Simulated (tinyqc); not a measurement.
Decay of LO phonons and the hot-phonon bottleneck in the cooling of electrons. From one set of inputs to another, one input at a time. Computed by tinyqc, a small Python program. Command: `OMP_NUM_THREADS=1 python tinyqc.py 3014785 3014786 out.jsonl hotphonon ladder`. One thread of a shared host (Intel(R) Xeon(R) Processor @ 2.30GHz), about 0.01 s of CPU time with the checks.

n(E, T) = 1/(exp(E/(k_B T)) - 1) is the Bose occupation. Electrons have a temperature T_e; the LO modes within their reach share one occupation N; the decay products stay at the lattice temperature.

The inputs printed are set A. Set A is modelled on aluminium nitride; the values taken over come from a set modelled on gallium oxide. Inputs not listed in the table keep their values of set A, so the rows need not describe a real material.

Inputs (values chosen for the exercise, modelled on aluminium nitride):
```
quantity,value,unit
LO energy hbar omega,113,meV
"lifetime at T = 0, tau_0",1.3,ps
lattice temperature T,150,K
electron mass m*,0.329,m_0
eps_inf,4.63,-
static dielectric constant eps_s,8.68,-
electron density n,4.9e+18,1/cm^3
"density of LO modes that the electrons reach, N_m",5.3e+18,1/cm^3
power supplied per electron P,15,nW
```

Decay channel: two equal phonons (Klemens).

Constants: k_B = 8.617333262e-05 eV/K; c = 299792458 m/s; e^2/(4 pi eps_0) = 14.39964548 eV angstrom; hbar^2/(2 m_0) = 3.80998212 eV angstrom^2; hbar = 6.582119569e-16 eV s; e = 1.602176634e-19 C.

Method:
- Decay rate 1/tau = (1/tau_0) [1 + 2 n(hbar omega/2)].
- Full width Gamma = 1/(2 pi c tau) in 1/cm, c in cm/s.
- Froehlich coupling alpha = (e^2/(4 pi eps_0)) (1/eps_inf - 1/eps_s) k_0/(2 hbar omega), k_0 = sqrt(m* hbar omega/(hbar^2/(2 m_0))); emission time tau_sp = hbar/(2 alpha hbar omega); bottleneck ratio r = (n/N_m) tau/tau_sp.
- Net emission per electron: [(N + 1) x - N]/tau_sp with x = exp(-hbar omega/(k_B T_e)), a simple two-level balance; steady state of the modes: n [(N + 1) x - N]/tau_sp = N_m (N - N_0)/tau; power per electron P = hbar omega [(N + 1) x - N]/tau_sp.
- With p = P tau_sp/(hbar omega): N = N_0 + r p and x = (p + N)/(N + 1); without hot phonons N = N_0. The mode temperature T_LO solves n(hbar omega, T_LO) = N.

Each row keeps all changes above it:
```
input moved,from,to,electron temperature T_e (K),mode temperature T_LO (K),Raman width Gamma (1/cm)
set A,-,-,1862.6,1852.3,4.1883
"density of LO modes that the electrons reach, N_m (1/cm^3)",5.3e+18,8.9e+19,461.7,451.5,4.1883
lattice temperature T (K),150,300,466.9,456.9,5.1182
"lifetime at T = 0, tau_0 (ps)",1.3,1.7,501.1,491.7,3.9139
power supplied per electron P (nW),15,6.3,403.8,398.8,3.9139
LO energy hbar omega (meV),113,45.2,327.3,322.1,7.5937
electron mass m* (m_0),0.329,0.276,327.8,322.1,7.5937
static dielectric constant eps_s,8.68,10.5,326.8,322.1,7.5937
```

Where does the difference come from?

Electron temperature T_e goes from 1860 to 327, a factor 0.175 in all. The largest single move comes from density of LO modes that the electrons reach, N_m (a factor 0.248). Mode temperature T_LO goes from 1850 to 322, a factor 0.174 in all. The largest single move comes from density of LO modes that the electrons reach, N_m (a factor 0.244). Raman width Gamma goes from 4.19 to 7.59, a factor 1.81 in all. The largest single move comes from LO energy hbar omega (a factor 1.94), and lifetime at T = 0, tau_0 works against it (a factor 0.765). The single moves hold for this order of the switches; the total does not depend on the order.

Caution (all rows): alpha is above 1/2, so hbar/tau_sp exceeds hbar omega and the emission time, a weak-coupling result, is only rough. Caution (rows set A): at such T_e upper valleys, non-parabolic bands or other phonons can take part.

Extremes, crossings and ranges named in words are read from the listed rows.
